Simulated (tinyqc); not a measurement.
From results back to parameters: configuration-coordinate model of carrier capture at a defect. Two cases, with inputs chosen for the exercise.

Problem. For two parabolas of equal curvature the ionisation peak lies at ET + ER, the emission barrier is (ER + ET)^2/(4 ER), and the standard deviation of the band at T = 0 is sqrt(ER hw). The values come from hidden ET, ER and hw.

Find: ET, ER, hw; capture barrier.

Method. ER is the squared peak energy over four times the emission barrier; ET is the rest, hw = variance/ER, and the capture barrier is the emission barrier less ET.

Case 1.

ionisation peak = 1.1600 eV
emission barrier = 0.339798 eV
standard deviation at T = 0 = 0.113446 eV

Solution.

ET, ER, hw (eV): 0.170  0.990  0.013

capture barrier = 0.170 eV

Case 2.

ionisation peak = 1.6500 eV
emission barrier = 1.047115 eV
standard deviation at T = 0 = 0.174786 eV

Solution.

ET, ER, hw (eV): 1.000  0.650  0.047

capture barrier = 0.047 eV

Computed by tinyqc, one run a case: `OMP_NUM_THREADS=1 python tinyqc.py N N+1 out.jsonl` with N = 1450180, 1450198; one thread of a shared Intel(R) Xeon(R) Processor @ 2.30GHz, about 0.01 s a run at most.
